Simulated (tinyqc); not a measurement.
Gain of the pnp from the holding current.

Inverse problem. On state with both base-emitter voltages at Von: npn base current Ib = (Von/Rs + bp Von/Rw)/(bn bp - 1), holding current Ih = (bn + 1) Ib + Von/Rs. Find bp.

Parameters, values chosen for the exercise:
```
symbol  value  unit                                meaning
bn       18.5                      current gain of the npn
Rs        100   ohm  substrate resistance shunting the npn
Rw       1000   ohm       well resistance shunting the pnp
Von       0.8     V   base-emitter voltage in the on state
```

Ih = 17.805714 mA

Answer. Ih gives Ib, and Ib (bn bp - 1) = Von/Rs + bp Von/Rw is linear in bp.

bp = 1.00

Computed by the program tinyqc: `OMP_NUM_THREADS=1 python tinyqc.py 2670132 2670133 out.jsonl`, one thread of a shared Intel Xeon 2.30GHz, about 0.07 s for the whole run.
